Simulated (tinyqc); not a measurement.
Biaxial strain splits the top of the valence band: sp3s* tight binding, strained.

sp3s* tight binding, nearest neighbours only: anion (a) at 0, cation (c) at a/4 (1,1,1), orbitals s, px, py, pz, s* on each; k in units of 2 pi/a. With phases e_j = exp(i (pi/2) k.n_j) for n = (1,1,1), (1,-1,-1), (-1,1,-1), (-1,-1,1): g0 = (e1+e2+e3+e4)/4, g1 = (e1+e2-e3-e4)/4, g2 = (e1-e2+e3-e4)/4, g3 = (e1-e2-e3+e4)/4. The diagonal holds the levels Esa, Epa, Exa (s*) and Esc, Epc, Exc. Anion-cation block: <sa|sc> = Vss g0; <sa|xc> = Vsapc g1; <xa|sc> = -Vscpa g1; <xa|xc> = Vxx g0; <xa|yc> = <ya|xc> = Vxy g3, <xa|zc> = <za|xc> = Vxy g2, <ya|zc> = <za|yc> = Vxy g1; <s*a|xc> = Vxapc g1; <xa|s*c> = -Vpaxc g1; y and z take g2 and g3 in place of g1; s-s* and s*-s* vanish.

Strain e moves each bond vector to d = (1 + e) d0 (no internal displacement for the diagonal strains used here) and k is given in fractions of the strained reciprocal cell, so the phases stay. Two-centre values Vss_sigma = Vss/4, Vsp_sigma = sqrt3 V/4 for each s-p and s*-p pair, Vpp_sigma = (Vxx + 2 Vxy)/4, Vpp_pi = (Vxx - Vxy)/4 are scaled by (d0/d)^eta and combined with the new direction cosines; the levels on the diagonal stay.

Inputs chosen for the exercise (near a published set for InP, fitted to gaps, whose masses and valley positions are rough; not measured data):

| symbol | value | unit | meaning |
|---|---|---|---|
| Esa | -8.544 | eV | s level of the anion |
| Epa | 0.873 | eV | p level of the anion |
| Esc | -1.479 | eV | s level of the cation |
| Epc | 4.057 | eV | p level of the cation |
| Exa | 8.24 | eV | s* level of the anion |
| Exc | 7.08 | eV | s* level of the cation |
| Vss | -5.356 | eV | s-s |
| Vxx | 1.881 | eV | px-px |
| Vxy | 4.221 | eV | px-py |
| Vsapc | 2.221 | eV | s anion, p cation |
| Vscpa | 5.579 | eV | s cation, p anion |
| Vxapc | 3.469 | eV | s* anion, p cation |
| Vpaxc | 4.49 | eV | p anion, s* cation |
| eta | 2 |  | scaling exponent |
| D001 | 1.09 |  | ratio -ezz/exx |

No spin-orbit coupling; k = 0; exx = eyy = e, ezz = -D001 e. The four bonds keep equal lengths, and the sums over them give Vxx(e) for px and py and Vzz(e) for pz; each level is the lower root of [[Epa, V], [V, Epc]], and the s level the upper root of the s block. The shear potential b follows from E(x,y) - E(z) = 3 b (exx - ezz), taken as the slope between e = -0.005 and 0.005.

Couplings and levels at Gamma (eV):

| e | ezz | Vxx(e) | Vzz(e) | E(x,y) | E(z) | E(x,y) - E(z) (meV) | upper s level |
|---|---|---|---|---|---|---|---|
| -0.020 | 0.0218 | 1.7827 | 2.1444 | 0.0749 | -0.2057 | 280.6 | 1.4576 |
| -0.010 | 0.0109 | 1.8327 | 2.0114 | 0.0374 | -0.1002 | 137.5 | 1.4314 |
| -0.005 | 0.0054 | 1.8571 | 1.9459 | 0.0189 | -0.0491 | 68.1 | 1.4180 |
| 0.005 | -0.0054 | 1.9045 | 1.8168 | -0.0172 | 0.0494 | -66.6 | 1.3909 |
| 0.010 | -0.0109 | 1.9275 | 1.7533 | -0.0350 | 0.0967 | -131.7 | 1.3771 |
| 0.020 | -0.0218 | 1.9723 | 1.6284 | -0.0696 | 0.1877 | -257.3 | 1.3492 |

b = -2.148 eV

What does the comparison show, and why?

Under tension in the plane (e > 0) the bonds tilt towards the plane, Vxx grows to 1.9275 and Vzz falls to 1.7533 eV at e = 0.01, and the pz state forms the top of the valence band, by 131.7 meV; under compression (e = -0.01) the px, py pair does, by 137.5 meV. The slope gives b = -2.15 eV, a rough value, since on-site strain terms are left out (measured values lie near -2 eV).

tinyqc: `OMP_NUM_THREADS=1 python tinyqc.py 1452151 1452152 out.jsonl`; about 0.07 s, one thread, shared Intel(R) Xeon(R) Processor @ 2.30GHz.
